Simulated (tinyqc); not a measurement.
Doping and flat-band voltage from two insulator thicknesses.

Question. A junctionless wire is fully depleted at VT = Vfb - q Nd R^2/(4 eps0 eps_r) - q Nd R^2 ln(1 + tox/R)/(2 eps0 eox). Find Nd and Vfb.

Inputs (values chosen for the exercise); material values close to those of germanium:
```
symbol,value,unit,meaning
eps_r,15.9,,relative permittivity of the semiconductor
eox,9,,relative permittivity of the gate insulator
R,4,nm,wire radius
```

Constants: q = 1.602176634e-19 C, eps0 = 8.8541878128e-14 F/cm where lengths are in cm. Results are converted to the units shown.

VT at tox = 8.3 and 18 nm (V): 0.84855884  0.73633176

Solution. The difference of the thresholds is proportional to Nd and holds no Vfb.

Nd = 1.200e19 cm^-3
Vfb = 1.120 V

tinyqc, about 0.01 s, one thread, Intel Xeon 2.30GHz (shared host): `OMP_NUM_THREADS=1 python tinyqc.py 2460003 2460004 out.jsonl`
